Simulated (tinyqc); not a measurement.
Inside a calculation. Method: UKS/LDA (VWN5) in the sto-3g basis, for H4, spin multiplicity 3. Computed by tinyqc, a small Python program that keeps every step (integrals from PySCF). Settings: charge = 0, multiplicity = 3, basis = sto-3g, energy threshold = 1e-08, iteration cap = 53, orthogonalisation = canonical, start = atomic densities, DIIS depth = 4, method = UKS, functional = lda,vwn, grid = [30, 50]. Command: `OMP_NUM_THREADS=1 python tinyqc.py 24892 24893 out.jsonl` (the two numbers bound the seeds that draw the settings). One thread of a shared host (Intel(R) Xeon(R) Processor @ 2.60GHz), about 1 s of CPU time with the checks. Later iterations appear only in the table of the cycle.

## One-electron integrals

Geometry (angstrom):
```
atom         x         y         z
H     0.000000  0.000000  0.000000
H     0.000000  0.000000  1.047000
H     0.000000  1.636000  0.000000
H     0.000000  1.636000  1.047000
```

Basis sto-3g: exponents (1/bohr^2) and contraction coefficients of normalised primitives:
```
element  l (shell)  exponent  coefficient
H            s (1)  3.425251     0.154329
H            s (1)  0.623914     0.535328
H            s (1)  0.168855     0.444635
```

Overlap, kinetic and nuclear-attraction integrals over the contracted functions; the nuclear repulsion is the sum of Za Zb / Rab.

nuclear repulsion = 2.20264544 hartree

overlap S:
```
          1H 1s     2H 1s     3H 1s     4H 1s
1H 1s  1.000000  0.469228  0.210563  0.130951
2H 1s  0.469228  1.000000  0.130951  0.210563
3H 1s  0.210563  0.130951  1.000000  0.469228
4H 1s  0.130951  0.210563  0.469228  1.000000
```

kinetic energy T (hartree):
```
           1H 1s      2H 1s      3H 1s      4H 1s
1H 1s   0.760032   0.094792   0.000396  -0.009309
2H 1s   0.094792   0.760032  -0.009309   0.000396
3H 1s   0.000396  -0.009309   0.760032   0.094792
4H 1s  -0.009309   0.000396   0.094792   0.760032
```

nuclear attraction V (hartree):
```
           1H 1s      2H 1s      3H 1s      4H 1s
1H 1s  -2.314168  -1.020880  -0.424931  -0.272121
2H 1s  -1.020880  -2.314168  -0.272121  -0.424931
3H 1s  -0.424931  -0.272121  -2.314168  -1.020880
4H 1s  -0.272121  -0.424931  -1.020880  -2.314168
```

core Hamiltonian H = T + V (hartree):
```
           1H 1s      2H 1s      3H 1s      4H 1s
1H 1s  -1.554136  -0.926088  -0.424535  -0.281430
2H 1s  -0.926088  -1.554136  -0.281430  -0.424535
3H 1s  -0.424535  -0.281430  -1.554136  -0.926088
4H 1s  -0.281430  -0.424535  -0.926088  -1.554136
```

## Two-electron integrals

Functions are numbered as in S; the eight-fold symmetry (ij|kl) = (ji|kl) = (kl|ij) leaves the list below.

Two-electron integrals (ij|kl) in chemists' order, unique and non-zero (hartree):
```
(11|11) 0.774606   (21|11) 0.288130   (21|21) 0.139346   (22|11) 0.463001
(22|21) 0.288130   (22|22) 0.774606   (31|11) 0.108681   (31|21) 0.044643
(31|22) 0.079021   (31|31) 0.024444   (32|11) 0.058144   (32|21) 0.029095
(32|22) 0.062276   (32|31) 0.013597   (32|32) 0.008927   (33|11) 0.319429
(33|21) 0.141854   (33|22) 0.271303   (33|31) 0.108681   (33|32) 0.062276
(33|33) 0.774606   (41|11) 0.062276   (41|21) 0.029095   (41|22) 0.058144
(41|31) 0.013597   (41|32) 0.008782   (41|33) 0.058144   (41|41) 0.008927
(42|11) 0.079021   (42|21) 0.044643   (42|22) 0.108681   (42|31) 0.017950
(42|32) 0.013597   (42|33) 0.079021   (42|41) 0.013597   (42|42) 0.024444
(43|11) 0.141854   (43|21) 0.068528   (43|22) 0.141854   (43|31) 0.044643
(43|32) 0.029095   (43|33) 0.288130   (43|41) 0.029095   (43|42) 0.044643
(43|43) 0.139346   (44|11) 0.271303   (44|21) 0.141854   (44|22) 0.319429
(44|31) 0.079021   (44|32) 0.058144   (44|33) 0.463001   (44|41) 0.062276
(44|42) 0.108681   (44|43) 0.288130   (44|44) 0.774606
```

## Orthogonalisation

S = U s U^T; canonical form X = U s^(-1/2), so that X^T S X = 1. Each column of U has its largest component positive (the first on a tie).

eigenvalues of S: 0.451160  0.610384  1.127714  1.810742

X:
```
               1          2          3         4
1H 1s   0.744397   0.639983   0.470837  0.371571
2H 1s  -0.744397  -0.639983   0.470837  0.371571
3H 1s  -0.744397   0.639983  -0.470837  0.371571
4H 1s   0.744397  -0.639983  -0.470837  0.371571
```

## Starting guess

The start is atomic minimal-basis densities projected into this basis (PySCF's MINAO start) and scaled to the electron count of each spin; this density is not idempotent, so its energy is not variational and may lie below the converged one.

D(alpha) at the start:
```
          1H 1s     2H 1s     3H 1s     4H 1s
1H 1s  0.706783  0.065520  0.047435  0.018975
2H 1s  0.065520  0.706783  0.018975  0.047435
3H 1s  0.047435  0.018975  0.706783  0.065520
4H 1s  0.018975  0.047435  0.065520  0.706783
```

D(beta) at the start:
```
          1H 1s     2H 1s     3H 1s     4H 1s
1H 1s  0.235594  0.021840  0.015812  0.006325
2H 1s  0.021840  0.235594  0.006325  0.015812
3H 1s  0.015812  0.006325  0.235594  0.021840
4H 1s  0.006325  0.015812  0.021840  0.235594
```

## Iteration 1: exchange-correlation on the grid

Becke grid with 30 radial and 50 angular points per atom, points of zero weight dropped. rho = sum D_ij phi_i phi_j; V_xc,ij = sum w v_xc phi_i phi_j; v_xc is d(rho eps)/d rho(s) for spin s.

The 12 grid points with the largest w rho, of 5932 (bohr, atomic units):
```
x                 y         z         w  rho(alpha)  rho(beta)     eps_xc  v_xc(alpha)
0.000000   0.761462  1.217081  0.053621    0.048640   0.016213  -0.359509    -0.496218
0.000000   0.761462  0.761462  0.053621    0.048640   0.016213  -0.359509    -0.496218
0.000000   2.330130  1.217081  0.053621    0.048640   0.016213  -0.359509    -0.496218
0.000000   2.330130  0.761462  0.053621    0.048640   0.016213  -0.359509    -0.496218
0.000000   0.916242  0.916242  0.066555    0.037986   0.012662  -0.333078    -0.458971
0.000000   0.916242  1.062301  0.066555    0.037986   0.012662  -0.333078    -0.458971
0.000000   2.175350  0.916242  0.066555    0.037986   0.012662  -0.333078    -0.458971
0.000000   2.175350  1.062301  0.066555    0.037986   0.012662  -0.333078    -0.458971
0.761462   0.000000  0.761462  0.052615    0.046286   0.015429  -0.354039    -0.488505
-0.761462  0.000000  0.761462  0.052615    0.046286   0.015429  -0.354039    -0.488505
0.761462   0.000000  1.217081  0.052615    0.046286   0.015429  -0.354039    -0.488505
-0.761462  0.000000  1.217081  0.052615    0.046286   0.015429  -0.354039    -0.488505
```

electrons on the grid, sum of w rho = 3.998315

E_xc = sum of w rho eps_xc = -1.36716189 hartree

V_xc(alpha) (hartree):
```
           1H 1s      2H 1s      3H 1s      4H 1s
1H 1s  -0.474262  -0.210152  -0.083537  -0.053449
2H 1s  -0.210152  -0.474262  -0.053449  -0.083537
3H 1s  -0.083537  -0.053449  -0.474262  -0.210152
4H 1s  -0.053449  -0.083537  -0.210152  -0.474262
```

V_xc(beta) (hartree):
```
           1H 1s      2H 1s      3H 1s      4H 1s
1H 1s  -0.376289  -0.167451  -0.067120  -0.042873
2H 1s  -0.167451  -0.376289  -0.042873  -0.067120
3H 1s  -0.067120  -0.042873  -0.376289  -0.167451
4H 1s  -0.042873  -0.067120  -0.167451  -0.376289
```

## Iteration 1: building the Kohn-Sham matrix

J_ij = sum D_kl (ij|kl) with D = D(alpha) + D(beta); F = H + J + V_xc; E = tr D H + tr D J / 2 + E_xc + E_nn.

Coulomb J (hartree):
```
          1H 1s     2H 1s     3H 1s     4H 1s
1H 1s  1.827950  0.860973  0.376112  0.241466
2H 1s  0.860973  1.827950  0.241466  0.376112
3H 1s  0.376112  0.241466  1.827950  0.860973
4H 1s  0.241466  0.376112  0.860973  1.827950
```

F(alpha) (hartree):
```
           1H 1s      2H 1s      3H 1s      4H 1s
1H 1s  -0.200449  -0.275266  -0.131960  -0.093413
2H 1s  -0.275266  -0.200449  -0.093413  -0.131960
3H 1s  -0.131960  -0.093413  -0.200449  -0.275266
4H 1s  -0.093413  -0.131960  -0.275266  -0.200449
```

F(beta) (hartree):
```
           1H 1s      2H 1s      3H 1s      4H 1s
1H 1s  -0.102475  -0.232566  -0.115542  -0.082837
2H 1s  -0.232566  -0.102475  -0.082837  -0.115542
3H 1s  -0.115542  -0.082837  -0.102475  -0.232566
4H 1s  -0.082837  -0.115542  -0.232566  -0.102475
```

total energy of this density = -1.82688327 hartree

This density is the starting one; it is not idempotent, so its energy is not variational and may lie below the converged one.

## Iteration 1: diagonalisation and new density

Diagonalise F' = X^T F X, C = X C', fill 3 alpha and 1 beta electrons from the bottom; D(s) = C_occ C_occ^T. Each column has its largest component positive (the first on a tie).

F' = X^T F X (alpha) (hartree):
```
          1         2          3          4
1  0.251274  0.000000   0.000000   0.000000
2  0.000000  0.059423   0.000000   0.000000
3  0.000000  0.000000  -0.221991   0.000000
4  0.000000  0.000000   0.000000  -0.387183
```

orbital energies (alpha) (hartree): MO1 -0.387183, MO2 -0.221991, MO3 0.059423, MO4 0.251274

coefficients C (alpha):
```
            MO1        MO2        MO3        MO4
1H 1s  0.371571   0.470837   0.639983   0.744397
2H 1s  0.371571   0.470837  -0.639983  -0.744397
3H 1s  0.371571  -0.470837   0.639983  -0.744397
4H 1s  0.371571  -0.470837  -0.639983   0.744397
```

F' = X^T F X (beta) (hartree):
```
          1         2          3          4
1  0.360838  0.000000   0.000000   0.000000
2  0.000000  0.159548   0.000000   0.000000
3  0.000000  0.000000  -0.121185   0.000000
4  0.000000  0.000000   0.000000  -0.294587
```

orbital energies (beta) (hartree): MO1 -0.294587, MO2 -0.121185, MO3 0.159548, MO4 0.360838

coefficients C (beta):
```
            MO1        MO2        MO3        MO4
1H 1s  0.371571   0.470837   0.639983   0.744397
2H 1s  0.371571   0.470837  -0.639983  -0.744397
3H 1s  0.371571  -0.470837   0.639983  -0.744397
4H 1s  0.371571  -0.470837  -0.639983   0.744397
```

D(alpha) after iteration 1:
```
           1H 1s      2H 1s      3H 1s      4H 1s
1H 1s   0.769331  -0.049826   0.325956  -0.493201
2H 1s  -0.049826   0.769331  -0.493201   0.325956
3H 1s   0.325956  -0.493201   0.769331  -0.049826
4H 1s  -0.493201   0.325956  -0.049826   0.769331
```

D(beta) after iteration 1:
```
          1H 1s     2H 1s     3H 1s     4H 1s
1H 1s  0.138065  0.138065  0.138065  0.138065
2H 1s  0.138065  0.138065  0.138065  0.138065
3H 1s  0.138065  0.138065  0.138065  0.138065
4H 1s  0.138065  0.138065  0.138065  0.138065
```

## Iteration 2: exchange-correlation on the grid

As before.

The 12 grid points with the largest w rho, of 5932 (bohr, atomic units):
```
x                 y         z         w  rho(alpha)  rho(beta)     eps_xc  v_xc(alpha)
0.000000   2.330130  0.761462  0.053621    0.041156   0.022435  -0.349142    -0.476889
0.000000   2.330130  1.217081  0.053621    0.041156   0.022435  -0.349142    -0.476889
0.000000   0.761462  1.217081  0.053621    0.041156   0.022435  -0.349142    -0.476889
0.000000   0.761462  0.761462  0.053621    0.041156   0.022435  -0.349142    -0.476889
-0.390687  1.919531  0.390687  0.087810    0.023888   0.014107  -0.297377    -0.403484
-0.390687  1.919531  1.587856  0.087810    0.023888   0.014107  -0.297377    -0.403484
0.390687   1.919531  1.587856  0.087810    0.023888   0.014107  -0.297377    -0.403484
0.390687   1.919531  0.390687  0.087810    0.023888   0.014107  -0.297377    -0.403484
-0.390687  1.172061  0.390687  0.087810    0.023888   0.014107  -0.297377    -0.403484
0.390687   1.172061  0.390687  0.087810    0.023888   0.014107  -0.297377    -0.403484
-0.390687  1.172061  1.587856  0.087810    0.023888   0.014107  -0.297377    -0.403484
0.390687   1.172061  1.587856  0.087810    0.023888   0.014107  -0.297377    -0.403484
```

electrons on the grid, sum of w rho = 3.998521

E_xc = sum of w rho eps_xc = -1.36156196 hartree

V_xc(alpha) (hartree):
```
           1H 1s      2H 1s      3H 1s      4H 1s
1H 1s  -0.474545  -0.208448  -0.083445  -0.052950
2H 1s  -0.208448  -0.474545  -0.052950  -0.083445
3H 1s  -0.083445  -0.052950  -0.474545  -0.208448
4H 1s  -0.052950  -0.083445  -0.208448  -0.474545
```

V_xc(beta) (hartree):
```
           1H 1s      2H 1s      3H 1s      4H 1s
1H 1s  -0.371502  -0.168113  -0.068632  -0.044090
2H 1s  -0.168113  -0.371502  -0.044090  -0.068632
3H 1s  -0.068632  -0.044090  -0.371502  -0.168113
4H 1s  -0.044090  -0.068632  -0.168113  -0.371502
```

## Iteration 2: building the Kohn-Sham matrix

As before.

Coulomb J (hartree):
```
          1H 1s     2H 1s     3H 1s     4H 1s
1H 1s  1.823575  0.858548  0.376426  0.241467
2H 1s  0.858548  1.823575  0.241467  0.376426
3H 1s  0.376426  0.241467  1.823575  0.858548
4H 1s  0.241467  0.376426  0.858548  1.823575
```

F(alpha) (hartree):
```
           1H 1s      2H 1s      3H 1s      4H 1s
1H 1s  -0.205106  -0.275988  -0.131554  -0.092913
2H 1s  -0.275988  -0.205106  -0.092913  -0.131554
3H 1s  -0.131554  -0.092913  -0.205106  -0.275988
4H 1s  -0.092913  -0.131554  -0.275988  -0.205106
```

F(beta) (hartree):
```
           1H 1s      2H 1s      3H 1s      4H 1s
1H 1s  -0.102064  -0.235653  -0.116741  -0.084053
2H 1s  -0.235653  -0.102064  -0.084053  -0.116741
3H 1s  -0.116741  -0.084053  -0.102064  -0.235653
4H 1s  -0.084053  -0.116741  -0.235653  -0.102064
```

total energy of this density = -1.87608453 hartree

## Iteration 2: DIIS over 2 matrices

error matrix X^T (FDS - SDF) X (alpha):
```
          1         2         3         4
1  0.000000  0.000000  0.000000  0.000000
2  0.000000  0.000000  0.000000  0.000000
3  0.000000  0.000000  0.000000  0.000000
4  0.000000  0.000000  0.000000  0.000000
```

B (overlaps of the stored error matrices):
```
               1              2
1  0.0000000e+00  0.0000000e+00
2  0.0000000e+00  0.0000000e+00
```

Minimise |sum c_i e_i|^2 with sum c_i = 1: solve [B -1; -1 0][c; lambda] = [0; -1] with B_ij = tr e_i^T e_j summed over both spins, and take F = sum c_i F_i.

DIIS coefficients: 0.776292  0.223708

extrapolated F(alpha) (hartree):
```
           1H 1s      2H 1s      3H 1s      4H 1s
1H 1s  -0.201491  -0.275428  -0.131869  -0.093301
2H 1s  -0.275428  -0.201491  -0.093301  -0.131869
3H 1s  -0.131869  -0.093301  -0.201491  -0.275428
4H 1s  -0.093301  -0.131869  -0.275428  -0.201491
```

extrapolated F(beta) (hartree):
```
           1H 1s      2H 1s      3H 1s      4H 1s
1H 1s  -0.102383  -0.233257  -0.115811  -0.083109
2H 1s  -0.233257  -0.102383  -0.083109  -0.115811
3H 1s  -0.115811  -0.083109  -0.102383  -0.233257
4H 1s  -0.083109  -0.115811  -0.233257  -0.102383
```

## Iteration 2: diagonalisation and new density

As before.

F' = X^T F X (alpha) (hartree):
```
          1         2          3          4
1  0.249369  0.000000   0.000000   0.000000
2  0.000000  0.057946   0.000000   0.000000
3  0.000000  0.000000  -0.223238   0.000000
4  0.000000  0.000000   0.000000  -0.387735
```

orbital energies (alpha) (hartree): MO1 -0.387735, MO2 -0.223238, MO3 0.057946, MO4 0.249369

coefficients C (alpha):
```
            MO1        MO2        MO3        MO4
1H 1s  0.371571   0.470837   0.639983   0.744397
2H 1s  0.371571   0.470837  -0.639983  -0.744397
3H 1s  0.371571  -0.470837   0.639983  -0.744397
4H 1s  0.371571  -0.470837  -0.639983   0.744397
```

F' = X^T F X (beta) (hartree):
```
          1         2          3          4
1  0.362564  0.000000   0.000000   0.000000
2  0.000000  0.160837   0.000000   0.000000
3  0.000000  0.000000  -0.121236   0.000000
4  0.000000  0.000000   0.000000  -0.295216
```

orbital energies (beta) (hartree): MO1 -0.295216, MO2 -0.121236, MO3 0.160837, MO4 0.362564

coefficients C (beta):
```
            MO1        MO2        MO3        MO4
1H 1s  0.371571   0.470837   0.639983   0.744397
2H 1s  0.371571   0.470837  -0.639983  -0.744397
3H 1s  0.371571  -0.470837   0.639983  -0.744397
4H 1s  0.371571  -0.470837  -0.639983   0.744397
```

D(alpha) after iteration 2:
```
           1H 1s      2H 1s      3H 1s      4H 1s
1H 1s   0.769331  -0.049826   0.325956  -0.493201
2H 1s  -0.049826   0.769331  -0.493201   0.325956
3H 1s   0.325956  -0.493201   0.769331  -0.049826
4H 1s  -0.493201   0.325956  -0.049826   0.769331
```

D(beta) after iteration 2:
```
          1H 1s     2H 1s     3H 1s     4H 1s
1H 1s  0.138065  0.138065  0.138065  0.138065
2H 1s  0.138065  0.138065  0.138065  0.138065
3H 1s  0.138065  0.138065  0.138065  0.138065
4H 1s  0.138065  0.138065  0.138065  0.138065
```

## Iteration 3 (converged): orbitals

converged F(alpha) (hartree):
```
           1H 1s      2H 1s      3H 1s      4H 1s
1H 1s  -0.205106  -0.275988  -0.131554  -0.092913
2H 1s  -0.275988  -0.205106  -0.092913  -0.131554
3H 1s  -0.131554  -0.092913  -0.205106  -0.275988
4H 1s  -0.092913  -0.131554  -0.275988  -0.205106
```

converged F(beta) (hartree):
```
           1H 1s      2H 1s      3H 1s      4H 1s
1H 1s  -0.102064  -0.235653  -0.116741  -0.084053
2H 1s  -0.235653  -0.102064  -0.084053  -0.116741
3H 1s  -0.116741  -0.084053  -0.102064  -0.235653
4H 1s  -0.084053  -0.116741  -0.235653  -0.102064
```

As before.

F' = X^T F X (alpha) (hartree):
```
          1         2          3          4
1  0.242758  0.000000   0.000000   0.000000
2  0.000000  0.052821   0.000000   0.000000
3  0.000000  0.000000  -0.227564   0.000000
4  0.000000  0.000000   0.000000  -0.389653
```

orbital energies (alpha) (hartree): MO1 -0.389653, MO2 -0.227564, MO3 0.052821, MO4 0.242758

coefficients C (alpha):
```
            MO1        MO2        MO3        MO4
1H 1s  0.371571   0.470837   0.639983   0.744397
2H 1s  0.371571   0.470837  -0.639983  -0.744397
3H 1s  0.371571  -0.470837   0.639983  -0.744397
4H 1s  0.371571  -0.470837  -0.639983   0.744397
```

F' = X^T F X (beta) (hartree):
```
          1         2          3          4
1  0.368555  0.000000   0.000000   0.000000
2  0.000000  0.165308   0.000000   0.000000
3  0.000000  0.000000  -0.121416   0.000000
4  0.000000  0.000000   0.000000  -0.297398
```

orbital energies (beta) (hartree): MO1 -0.297398, MO2 -0.121416, MO3 0.165308, MO4 0.368555

coefficients C (beta):
```
            MO1        MO2        MO3        MO4
1H 1s  0.371571   0.470837   0.639983   0.744397
2H 1s  0.371571   0.470837  -0.639983  -0.744397
3H 1s  0.371571  -0.470837   0.639983  -0.744397
4H 1s  0.371571  -0.470837  -0.639983   0.744397
```

D(alpha) after iteration 3:
```
           1H 1s      2H 1s      3H 1s      4H 1s
1H 1s   0.769331  -0.049826   0.325956  -0.493201
2H 1s  -0.049826   0.769331  -0.493201   0.325956
3H 1s   0.325956  -0.493201   0.769331  -0.049826
4H 1s  -0.493201   0.325956  -0.049826   0.769331
```

D(beta) after iteration 3:
```
          1H 1s     2H 1s     3H 1s     4H 1s
1H 1s  0.138065  0.138065  0.138065  0.138065
2H 1s  0.138065  0.138065  0.138065  0.138065
3H 1s  0.138065  0.138065  0.138065  0.138065
4H 1s  0.138065  0.138065  0.138065  0.138065
```

## Convergence

Stop when the energy changes by less than 1e-08 hartree and every element of the error matrix X^T (F D S - S D F) X (for each spin) is below 3e-05.

Course of the cycle:
```
iteration  E (hartree)     change  largest element of the error matrix
1          -1.82688327          -                             4.91e-16
2          -1.87608453  -4.92e-02                             1.25e-15
3          -1.87608453  -2.00e-15                             6.42e-16
```

PySCF UKS in the same basis, fine grid, after a stability check = -1.87637540 hartree

Converged in 3 iterations. The coarse grid moves the energy by +2.91e-04 hartree.

## Populations, bond orders and dipole

Mulliken: Z minus the diagonal of D S on the atom; Loewdin: the same with S^(1/2) D S^(1/2); Mayer order: 2 sum_s sum (D(s) S)_ij (D(s) S)_ji over the two atoms.

Charges (e):
```
atom  Mulliken  Loewdin  Mulliken spin
1H           0        0       0.500000
2H           0        0       0.500000
3H           0        0       0.500000
4H           0        0       0.500000
```

Mayer bond orders:
```
pair     order
2-1   0.250000
3-1   0.250000
3-2   0.250000
4-1   0.250000
4-2   0.250000
4-3   0.250000
```

dipole moment about the origin, x y z (debye): 0.000000  0.000000  0.000000

<S^2> of the determinant (pure state: 2) = 2.000000
